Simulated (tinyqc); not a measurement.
Single-photon avalanche diode, trigger probability and counting: two steps of the calculation.

A multiplication layer of width W with the uniform field V/W; alpha = an exp(-bn/E) for electrons, beta = ap exp(-bp/E) for holes (local model, no dead space). a = alpha W, b = beta W. Electrons enter at x = 0, holes at x = W. P0 is the probability that an electron entering at 0 starts a lasting avalanche, PW the same for a hole entering at W.

Parameters, values chosen for the exercise; ionisation coefficients close to those of silicon:
```
symbol,value,unit,meaning
an,7.23e5,1/cm,electron prefactor
bn,1.23,MV/cm,electron field
ap,1.57e6,1/cm,hole prefactor
bp,2.06,MV/cm,hole field
W,0.3,um,width of the multiplication layer
Vx,3.2,V,excess bias
```

Question 1. Ionisation integrals at and above breakdown. Breakdown: ln(a/b) = a - b with a not equal to b. VB is given; V = VB + Vx.

breakdown voltage VB = 14.078546 V

Wanted: E at VB; a at VB; b at VB; E at V; a; b.

Answer 1.

E at VB = 0.46928 MV/cm
a at VB = 1.5775
b at VB = 0.58427
E at V = 0.57595 MV/cm
a = 2.5632
b = 1.3173

At VB, ln(a/b) = 0.9932 equals a - b.

Question 2. Trigger probability by substitution. PW = 1 - (1 - P0)^(b/a); P0(new) = PW/(PW + (1 - PW) exp(b - a)).

P0 after iteration 1 = 0.41152795
a = 2.5631961
b = 1.3172986

Wanted: PW; P0 after iteration 2.

Answer 2.

PW = 0.2385
P0 after iteration 2 = 0.5213

Computed by the program tinyqc: `OMP_NUM_THREADS=1 python tinyqc.py 2630003 2630004 out.jsonl`, one thread of a shared Intel Xeon 2.30GHz, about 0.01 s for the whole run.
